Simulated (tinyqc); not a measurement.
Worked calculation: sp3 tight binding, zinc-blende lattice. One step of it, computed by the program tinyqc.

Problem. Levels at k. Diagonalise the Hermitian matrix.

H(k) at k (eV), order a s, a px, a py, a pz, c s, c px, c py, c pz:
```
[[-12.700000, 0.000000, 0.000000, 0.000000, -4.388458-0.620306i, -0.768097-2.040612i, 2.105748+0.744338i, 0.456131+3.436269i],
 [0.000000, -6.790000, 0.000000, 0.000000, 0.768097+2.040612i, 1.692691+0.239261i, 0.579650+4.366804i, 2.675981+0.945903i],
 [0.000000, 0.000000, -6.790000, 0.000000, -2.105748-0.744338i, 0.579650+4.366804i, 1.692691+0.239261i, -0.976096-2.593206i],
 [0.000000, 0.000000, 0.000000, -6.790000, -0.456131-3.436269i, 2.675981+0.945903i, -0.976096-2.593206i, 1.692691+0.239261i],
 [-4.388458+0.620306i, 0.768097-2.040612i, -2.105748+0.744338i, -0.456131+3.436269i, -10.470000, 0.000000, 0.000000, 0.000000],
 [-0.768097+2.040612i, 1.692691-0.239261i, 0.579650-4.366804i, 2.675981-0.945903i, 0.000000, -5.630000, 0.000000, 0.000000],
 [2.105748-0.744338i, 0.579650-4.366804i, 1.692691-0.239261i, -0.976096+2.593206i, 0.000000, 0.000000, -5.630000, 0.000000],
 [0.456131-3.436269i, 2.675981-0.945903i, -0.976096+2.593206i, 1.692691-0.239261i, 0.000000, 0.000000, 0.000000, -5.630000]]
```

Give: eigenvalues; weights |c|^2 of the basis functions.

Solution.

eigenvalues (eV): [-17.7232, -13.6273, -12.0921, -11.1223, -3.8376, -1.7916, -0.8307, 0.5948]

weights |c|^2 of the basis functions, order a s, a px, a py, a pz, c s, c px, c py, c pz:
```
[[0.5533, 0.1097, 0.0226, 0.0119, 0.2499, 0.0225, 0.0094, 0.0208],
 [0.0134, 0.1461, 0.1163, 0.2618, 0.0120, 0.0314, 0.2743, 0.1447],
 [0.0018, 0.1500, 0.3418, 0.0070, 0.1038, 0.0464, 0.1620, 0.1873],
 [0.0296, 0.1177, 0.0629, 0.2763, 0.0767, 0.3320, 0.0002, 0.1046],
 [0.3289, 0.1820, 0.0417, 0.0186, 0.3684, 0.0236, 0.0113, 0.0256],
 [0.0214, 0.0882, 0.1247, 0.2011, 0.0126, 0.0416, 0.3399, 0.1705],
 [0.0059, 0.1483, 0.2320, 0.0103, 0.1124, 0.0651, 0.2026, 0.2233],
 [0.0457, 0.0581, 0.0582, 0.2130, 0.0643, 0.4375, 0.0003, 0.1231]]
```
